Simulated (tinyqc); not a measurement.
Strain-driven roughening and islands of a mismatched epitaxial film: one step, computed by the program tinyqc. Command: `OMP_NUM_THREADS=1 python tinyqc.py 3016120 3016121 out.jsonl island walk`. One thread of a shared host (Intel(R) Xeon(R) Processor @ 2.30GHz), about 0.01 s of CPU time with the checks.

Film and substrate share isotropic elastic constants; the film is coherent and biaxially strained.

Task: Asaro-Tiller-Grinfeld instability. A ripple A cos(k x) has the surface chemical potential per volume [gamma k^2 - 2 (1 + nu) w k] A cos(k x), so k_c = 2 (1 + nu) w/gamma. With surface diffusion the amplitude grows at the rate q = B k^2 [2 (1 + nu) w k - gamma k^2], fastest at k_m = (3/4) k_c. B is the surface mobility.

Inputs (values chosen for the exercise, modelled on InAs on GaAs): Poisson ratio nu = 0.32; surface energy gamma = 0.671 J/m^2; surface mobility D_s nu_s Omega^2/(k_B T) = 8.3e-34 m^6/(J s).

Transport: surface diffusion.

energy density w = 606.1894 MJ/m^3

Give: k_c; critical wavelength; fastest wavelength; growth time 1/q at k_m.

Result:

k_c = 2.385 1/nm

critical wavelength = 2.634 nm

fastest wavelength = 3.513 nm

growth time 1/q at k_m = 5.262e-04 s

Caution: a wavelength of a few nanometres is at the limit of continuum theory, where steps and facets rule.
